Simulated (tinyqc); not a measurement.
A particle near a wafer in liquid: double-layer and van der Waals forces (DLVO), deposition barrier and removal: one step, computed by the program tinyqc.

Sphere and flat wall, Derjaguin approximation, constant potentials in the linear-superposition form, no retardation and no hydration force.

Problem. Removing an attached particle. Adhesion F_a = A R/(6 h0^2) [1 + a^2/(R h0)] - kappa Z R exp(-kappa h0), a the contact radius. Drag in a shear flow F_d = 1.7 x 6 pi mu R^2 G, acting at 1.4 R; rolling starts when 1.4 R F_d = a F_a. Wall shear stress = mu G.

Inputs (values chosen for the exercise, of the order of those for polymer latex on silicon in water): particle radius R = 28 nm; Hamaker constant A = 1.8e-20 J; temperature T = 293 K; contact distance h0 = 0.4 nm; contact radius over R = 0.15; viscosity = 0.77 mPa s.

kappa = 0.2151286 1/nm

Z = 5.423727 pN

Give: van der Waals adhesion; net adhesion F_a; wall shear stress for rolling; shear rate G.

Solution.

van der Waals adhesion = 1351.875 pN

net adhesion F_a = 1321.9 pN

wall shear stress for rolling = 5637.6 Pa

shear rate G = 7.3216e+06 1/s
